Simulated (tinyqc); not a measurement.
# MOS inversion layer, Poisson-Schroedinger loop: effect of the sheet density of depletion charge

Electrons confined at an insulator interface at z = 0, treated as a hard wall; parabolic valleys, Hartree approximation, no image or exchange terms. The depletion charge lies far deeper than the electrons and gives a uniform field q Nd/(eps0 eps_r); the gate balances all charge. Energies are counted from the band edge at the interface.

Schroedinger equation -(C/mz) psi'' + (V0 + U + dE for set B) psi = E psi, C = hbar^2/(2 m0), psi(0) = 0, on a uniform mesh of 800 nodes with a far wall at 65 nm, 8 levels a set; V0 = q Nd z/(eps0 eps_r); dU/dz = q (Ns - integral of n from 0 to z)/(eps0 eps_r), U(0) = 0; N_k = g md m0 q Vt/(pi hbar^2) ln(1 + exp((EF - E_k)/Vt)), g the number of valleys of the set, sum N_k = Ns. Triangular well: E_k = a_k (C F^2/mz)^(1/3), a_1 = 2.338107, a_2 = 4.087949, C = hbar^2/(2 m0), F in eV/nm. Fang-Howard (all electrons in the lowest level of set A): b^3 = 6 (mz1/C) q (Nd + 11 Ns/32)/(eps0 eps_r), centroid 3/b, level C b^2/(4 mz1) + (3/b) q (Nd + 11 Ns/16)/(eps0 eps_r). The centroid adds 3.9 z_av/eps_r to an oxide-equivalent thickness.

Inputs (values chosen for the exercise); masses and permittivity close to those of germanium (111):
```
symbol   value   unit                                     meaning
T          300      K                                 temperature
eps_r     15.8                              relative permittivity
mz1       1.58     m0  mass along z of valley set A (1 valley(s))
md1      0.081     m0    in-plane density-of-states mass of set A
mz2     0.0936     m0  mass along z of valley set B (3 valley(s))
md2      0.346     m0    in-plane density-of-states mass of set B
Ns      2.2e12  cm^-2                  sheet density of electrons
dE           0     eV               extra shift of set B (strain)
```

Constants: q = 1.602176634e-19 C, kB = 1.380649e-23 J/K, hbar = 1.054571817e-34 J s, m0 = 9.1093837015e-31 kg, Vt = kB T/q, eps0 = 8.8541878128e-14 F/cm where lengths are in cm, hbar^2/(2 m0) = 0.0380998212 eV nm^2. Results are converted to the units shown.

Results:
```
Nd (cm^-2)	A1 (meV)	B1 (meV)	EF (meV)	share of A1 (%)	share of set A (%)	centroid z_av (nm)	added oxide equivalent (nm)	Fang-Howard centroid (nm)
1e11	56.4	120	54.9	26.4	45.1	6.48	1.60	2.23
1.7e11	57.5	122	57.7	27.6	46.6	5.80	1.43	2.17
3.1e11	59.7	127	62.9	30.0	49.4	4.90	1.21	2.07
9.4e11	69.3	150	83.7	40.2	59.6	3.30	0.813	1.77
1.6e12	78.8	174	102	49.8	68.6	2.59	0.640	1.59
2.9e12	96.3	220	133	65.6	82.3	1.87	0.460	1.37
5e12	122	288	172	82.4	94.3	1.32	0.327	1.18
```

Estimate the missing row, Nd = 5.3e11 cm^-2.

Computed row:
```
Nd (cm^-2)	A1 (meV)	B1 (meV)	EF (meV)	share of A1 (%)	share of set A (%)	centroid z_av (nm)	added oxide equivalent (nm)	Fang-Howard centroid (nm)
5.3e11	63.1	135	70.6	33.7	53.3	4.10	1.01	1.95
```

With this row back in the table: As Nd goes from 1e11 to 5e12, A1 rises from 56.4 to 122 meV, the share of A1 rises from 26.4 to 82.4 % and the centroid falls from 6.48 to 1.32 nm. A1 goes as Nd^(0.44) between the last two rows (a triangular well in the field of that charge alone gives 2/3). EF lies more than 2 meV above A1 for Nd = 3.1e11, 5.3e11, 9.4e11, 1.6e12, 2.9e12, 5e12. The Fang-Howard centroid is 66 % below the full one in the first row, where A1 holds 26.4 %, and 11 % below it in the last, where A1 holds 82.4 %. For Nd = 1e11, 1.7e11, 3.1e11 the eighth level of a set still holds over 0.4 % of the electrons, so more levels and a farther wall would raise the centroid.

Program tinyqc, `OMP_NUM_THREADS=1 python tinyqc.py 2160128 2160129 out.jsonl`; Intel Xeon 2.30GHz, shared host, one thread, about 1 s.
